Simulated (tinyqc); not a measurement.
Bias-temperature instability from a Gaussian distribution of capture and emission barriers: one step, computed by the program tinyqc.

Each trap has a capture time tau_0 exp(E_c/(k_B T)) under stress and an emission time tau_0 exp(E_e/(k_B T)) after it. E_c is Gaussian, and E_e = E_c + d with d Gaussian and independent. A trap counts as filled once t_s exceeds its capture time and as emptied once t_r exceeds its emission time.

Problem. Recovery. Demarcation energies E_s = k_B T ln(t_s/tau_0), E_r = k_B T ln(t_r/tau_0); mean barrier mu = mu_c - k_F F; z = (E_s - mu)/sigma_c; Phi is the standard normal distribution. Temperatures in kelvin are T(C) + 273.15. Remaining shift dV = V_max int_(-infinity)^(E_s) g(E_c) [1 - Phi((E_r - E_c - delta)/sigma_d)] dE_c, g the Gaussian density of E_c (Gauss-Legendre, 120 points over 7 sigma_c below E_s).

Inputs (values chosen for the exercise, for a model p-channel transistor): shift with all traps filled V_max = 86 mV; spread of capture barriers sigma_c = 0.37 eV; mean of E_e - E_c at the stress field, delta = -0.075 eV; spread of E_e - E_c, sigma_d = 0.23 eV; time constant tau_0 = 1e-09 s; temperature T = 175 C; stress time t_s = 600 s; recovery time t_r = 5e-05 s.

mean barrier mu = 1.0898 eV

shift without recovery dV0 = 39.07175 mV

Constants: k_B = 8.617333262e-05 eV/K.

Give: E_r; remaining shift dV; remaining share dV/dV0.

Solution.

E_r = 0.41784 eV

remaining shift dV = 31.790 mV

remaining share dV/dV0 = 0.81364

A measurement delay of t_r hides 19 % of the shift.
